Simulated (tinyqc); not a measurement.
Arrhenius plot from several rate windows.

Emission rate en = sn vth(T) Nc(T) exp(-Et/kB T) = sn g T^2 exp(-Et/kB T), g = vth Nc/(300 K)^2, as vth goes as T^0.5 and Nc as T^1.5 (degeneracy factor 1). Each window ew gives the temperature where en = ew.

Parameters, values chosen for the exercise; material values close to those of germanium: conduction-band density of states at 300 K Nc = 1.05e19 cm^-3; thermal velocity at 300 K vth = 3.5e7 cm/s; depth of the trap below the conduction edge Et = 0.22 eV; capture cross-section sn = 4.5e-15 cm^2.

Constants: q = 1.602176634e-19 C, kB = 1.380649e-23 J/K. Results are converted to the units shown.

Result of one run:
```
ew (1/s)	T peak (K)	q/kB T (1/eV)	ln(ew/T^2)	ln ew
3900	139.27	83.321	-1.6042	8.2687
```

What becomes of these results when the rate window ew is changed from 3900 to 430 1/s, all else the same?

Result of the changed run:
```
ew (1/s)	T peak (K)	q/kB T (1/eV)	ln(ew/T^2)	ln ew
430	125.59	92.403	-3.6022	6.0638
```

The whole series:
```
ew (1/s)	T peak (K)	q/kB T (1/eV)	ln(ew/T^2)	ln ew
1.7	100.45	115.52	-8.6887	0.53063
5.1	104.64	110.90	-7.6718	1.6292
15	109.09	106.38	-6.6763	2.7081
47	114.22	101.60	-5.6260	3.8501
140	119.56	97.057	-4.6261	4.9416
430	125.59	92.403	-3.6022	6.0638
1300	132.12	87.835	-2.5973	7.1701
3900	139.27	83.321	-1.6042	8.2687
```

The peak rises from 100 to 139 K. ln(ew/T^2) against q/kB T is a straight line of slope -0.2200 eV, the trap depth. Its intercept gives sn = 4.50e-15 cm^2. Leaving out the T^2 gives 0.2403 eV, too high by about 2 kB T.

Computed by the program tinyqc: `OMP_NUM_THREADS=1 python tinyqc.py 2050032 2050033 out.jsonl`, one thread of a shared Intel Xeon 2.30GHz, about 0.01 s for the whole run.
